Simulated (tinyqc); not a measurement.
One-dimensional ballistic tunnel FET, two-band WKB: two steps of the calculation.

A p-type source for x < 0 with its Fermi level at 0 and its valence edge at ds; in the channel the bands fall as D exp(-x/lam) towards their flat values, with the conduction edge at Ec = ds - dP and D = dP + Eg. The gate moves dP one to one. The drain Fermi level lies at -Vd and the drain side reflects nothing. For w = E - Ec between 0 and dP an electron crosses the gap. Two-band dispersion with equal masses m: inside the gap kappa = sqrt(m u (1 - u/Eg)/C), u the distance from a band edge, C = hbar^2/(2 m0).

Parameters, values chosen for the exercise; band and dielectric values those of a made-up semiconductor: temperature T = 300 K; band gap Eg = 1.48 eV; band-edge mass of the two-band model m = 0.074 m0; screening length of the source junction lam = 1.9 nm; source valence edge above the source Fermi level ds = 0.05 eV; drain bias Vd = 0.2 V; number of degenerate subbands (spin apart) g = 1; tunnelling window Ev(source) - Ec(channel) dP = 0.34 eV; energy above the channel conduction edge w0 = 0.12 eV; cells of the path nc = 8; points of the energy grid nE = 9.

Constants: q = 1.602176634e-19 C, kB = 1.380649e-23 J/K, hbar = 1.054571817e-34 J s, h = 6.62607015e-34 J s, m0 = 9.1093837015e-31 kg, Vt = kB T/q, hbar^2/(2 m0) = 0.0380998212 eV nm^2. Results are converted to the units shown.

Task 1. The path through the gap by the midpoint rule. At w = w0 the path runs from xa = lam ln(D/(w + Eg)) to xb = lam ln(D/w); u(x) = w + Eg - D exp(-x/lam) is the height above the valence edge. Cut it into nc equal cells: S = 2 (cell width) times the sum of kappa at the centres.

Find: xa; xb; x; u; kappa; S.

Result 1.

xa = 0.2448 nm
xb = 5.166 nm

```
cell  x (nm)  u (eV)  kappa (1/nm)
0      0.552   0.239        0.6240
1      1.168   0.616        0.8357
2      1.783   0.888        0.8306
3      2.398   1.085        0.7501
4      3.013   1.227        0.6380
5      3.628   1.330        0.5111
6      4.244   1.405        0.3719
7      4.859   1.459        0.2009
```

S = 5.859

Task 2. Current on a coarse grid. S(w) = 2 lam int_0^Eg kappa(u) du/(w + Eg - u) = 2 pi lam sqrt(m/(C Eg)) [w + Eg/2 - sqrt(w (w + Eg))], T(w) = exp(-S). I = g (2 q^2/h) int_0^dP T(w) [f(E) - f(E + Vd)] dw, E = ds - dP + w, f(x) = 1/(1 + exp(x/Vt)). Simpson's rule on nE equally spaced points.

Wanted: w; T(w); difference of the f; I.

Result 2.

```
point  w (eV)      T(w)  difference of the f
0      0.0000  4.026e-5              0.02983
1      0.0425  7.299e-4               0.1373
2      0.0850  0.001846               0.4514
3      0.1275  0.003439               0.8082
4      0.1700  0.005505               0.9471
5      0.2125  0.008029               0.9438
6      0.2550   0.01099               0.7931
7      0.2975   0.01435               0.4276
8      0.3400   0.01810               0.1262
```

I = 0.1078 uA

Numbers from tinyqc (`OMP_NUM_THREADS=1 python tinyqc.py 2620040 2620041 out.jsonl`; about 0.01 s on one thread of a shared Intel Xeon 2.30GHz).
